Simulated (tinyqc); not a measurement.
## Ground and coupling capacitance from two measurements

Question. A line has Cg to the planes and Cc to each of two neighbours. Find Cg, Cc, the load when both neighbours switch in antiphase, and the pulse on the line when it floats and both neighbours swing by Vx.

Inputs (values chosen for the exercise):
```
symbol  value  unit  meaning
Vx        0.8     V    swing
```

capacitance with neighbours driven alike and with neighbours grounded (aF/um): 41  99

Answer. Driven alike, Cc carries no charge, which leaves Cg; grounded neighbours give Cg + 2 Cc, antiphase Cg + 4 Cc; a floating line divides the swing as 2 Cc/(Cg + 2 Cc).

Cg = 41.0 aF/um
Cc = 29.0 aF/um
load in antiphase = 157 aF/um
pulse = 0.469 V

Numbers from tinyqc (`OMP_NUM_THREADS=1 python tinyqc.py 2790144 2790145 out.jsonl`; about 0.8 s on one thread of a shared Intel Xeon 2.30GHz).
